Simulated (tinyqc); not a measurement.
Inside a calculation. Model: MOS capacitor on a p-type substrate, surface potential from the exact charge relation.

tinyqc, about 0.01 s, one thread, Intel Xeon 2.30GHz (shared host): `OMP_NUM_THREADS=1 python tinyqc.py 2060076 2060077 out.jsonl` Printed values are rounded.

Uniform p-type substrate, Boltzmann statistics, full ionisation, classical densities. psi is the surface potential against the body (positive when the bands bend down) and u = psi/Vt. Traps are spread evenly over the gap and neutral at flat band, so their charge is -q Dit psi; the minority quasi-Fermi level is shifted by Vb.

Parameters, values chosen for the exercise; band and dielectric values close to those of silicon:
- T = 273 K (temperature)
- Eg = 1.11 eV (band gap)
- eps_r = 11.5 (relative permittivity)
- Nc = 2.39e19 cm^-3 (conduction-band density of states at T)
- Nv = 2.32e19 cm^-3 (valence-band density of states at T)
- chi = 4.05 eV (electron affinity)
- N = 3.1e15 cm^-3 (acceptor density of the substrate)
- eox = 25.2 (relative permittivity of the gate insulator (close to zirconium oxide))
- tox = 63 nm (insulator thickness)
- phiM = 4.54 eV (gate work function)
- Nf = 0 cm^-2 (fixed charge at the interface, in units of q)
- Dit = 0 cm^-2 eV^-1 (density of interface traps)
- Vb = 0 V (reverse bias of the inversion layer against the body)
- Vg = 1.95 V (gate voltage against the body)

Constants: q = 1.602176634e-19 C, kB = 1.380649e-23 J/K, Vt = kB T/q, eps0 = 8.8541878128e-14 F/cm where lengths are in cm. Results are converted to the units shown.

Range of the model: At this gate voltage the surface density exceeds 0.3 of the band density of states, so degeneracy and confinement would lower the charge and capacitance.

## Flat band, threshold and scales

ni = sqrt(Nc Nv) exp(-Eg/(2 Vt)), Eg in volts; phiF = Vt ln(N/ni); Cox = eps0 eox/tox; Vfb = phiM - chi - (Eg - Vt ln(Nv/N)) - q Nf/Cox; Q0 = sqrt(2 eps0 eps_r q N Vt); r = (ni/N)^2 exp(-Vb/Vt); VT = Vfb + [(2 phiF + Vb)(1 + q Dit/Cox) + sqrt(2 eps0 eps_r q N (2 phiF + Vb))/Cox].

ni = 1.337334e9 cm^-3
phiF = 0.3447926 V
Cox = 0.3541675 uF/cm^2
Vfb = -0.4101423 V
Q0 = 4.878003 nC/cm^2
r = 1.861044e-13
VT = 0.3540122 V

## Starting value

psi = +Vt (just off flat band).

psi at the start = 0.02352532 V

## Iteration 1: Newton step for the surface potential

u = psi/Vt; F^2 = exp(-u) + u - 1 + r (exp(u) - u - 1); Qs = -sign(u) Q0 F; Cs = -dQs/dpsi = (Q0/Vt) |1 - exp(-u) + r (exp(u) - 1)|/(2 F). f = Vfb + psi + (q Dit psi - Qs)/Cox - Vg, f' = 1 + (Cs + q Dit)/Cox, psi(new) = psi - f/f'.

u = 1
F = 0.6065307
Qs = -2.958659 nC/cm^2
Cs = 0.1080497 uF/cm^2
f = -2.328263 V
f' = 1.305081
psi after iteration 1 = 1.807524 V

## Iteration 2: Newton step for the surface potential

As before.

u = 76.83315
F = 2.084417e10
Qs = -1.016779e11 nC/cm^2
Cs = 2.161032e9 uF/cm^2
f = 2.870900e8 V
f' = 6.101723e9
psi after iteration 2 = 1.760474 V

This iterate lies far beyond the solution, so its charge is not a physical one.

## Iteration 3: Newton step for the surface potential

As before.

u = 74.83315
F = 7.668142e9
Qs = -3.740522e10 nC/cm^2
Cs = 7.949992e8 uF/cm^2
f = 1.056145e8 V
f' = 2.244698e9
psi after iteration 3 = 1.713423 V

This iterate lies far beyond the solution, so its charge is not a physical one.

## Course of the Newton iteration

Stop when the step is below 1e-10 V, or after 60 iterations.

Course of the iteration:

| iteration | psi before the step (V) | f (V) | step (V) |
|---|---|---|---|
| 1 | 0.02352532 | -2.33 | 1.78 |
| 2 | 1.807524 | 2.87e8 | -0.0471 |
| 3 | 1.760474 | 1.06e8 | -0.0471 |
| 4 | 1.713423 | 3.89e7 | -0.0471 |
| 5 | 1.666372 | 1.43e7 | -0.0471 |
| 6 | 1.619322 | 5.26e6 | -0.0471 |
| 7 | 1.572271 | 1.93e6 | -0.0471 |
| 8 | 1.525221 | 7.12e5 | -0.0471 |
| 9 | 1.478170 | 2.62e5 | -0.0471 |
| ... | ... | ... | ... |
| 17 | 1.102148 | 87.3 | -0.0464 |
| 18 | 1.055790 | 31.8 | -0.0451 |
| 19 | 1.010660 | 11.3 | -0.0419 |
| 20 | 0.9687754 | 3.81 | -0.0342 |
| 21 | 0.9346104 | 1.09 | -0.0201 |
| 22 | 0.9145551 | 0.199 | -5.56e-3 |
| 23 | 0.9089962 | 0.0110 | -3.45e-4 |
| 24 | 0.9086509 | 3.93e-5 | -1.24e-6 |
| 25 | 0.9086497 | 5.02e-10 | -1.58e-11 |

Converged in 25 iterations. In 16 iterations the step is within 3 % of 2 Vt = 47.1 mV: there Qs grows as exp(|u|/2), and a Newton step on such an exponential moves psi by 2 Vt whatever the distance left.

## Charges, field and capacitances at the solution

converged psi = 0.9086497 V

u = psi/Vt; F^2 = exp(-u) + u - 1 + r (exp(u) - u - 1); Qs = -sign(u) Q0 F; Cs = -dQs/dpsi = (Q0/Vt) |1 - exp(-u) + r (exp(u) - 1)|/(2 F). Low frequency: 1/C_LF = 1/Cox + 1/(Cs + q Dit). High frequency, in the simple estimate in which traps and minority carriers do not follow: 1/C_HF = 1/Cox + 1/Cd, Cd being Cs with r = 0 at the same psi. Minority sheet density N_inv = (Q0/(2 q)) int_0^u r (exp(t) - 1)/F(t) dt for u > 0. Oxide field |Qs - q Dit psi + q Nf|/(eps0 eox).

Qs = -514.0715 nC/cm^2
N_inv = 3.033583e12 cm^-2
oxide field = 0.2303956 MV/cm
Cs = 10.88989 uF/cm^2
C_LF/Cox = 0.9685018
C_HF/Cox = 0.04554983

The surface is in strong inversion (borders at |psi| = 0, phiF + Vb and 2 phiF + Vb = 0.690 V). Minority carriers make up 94.5 % of Qs.
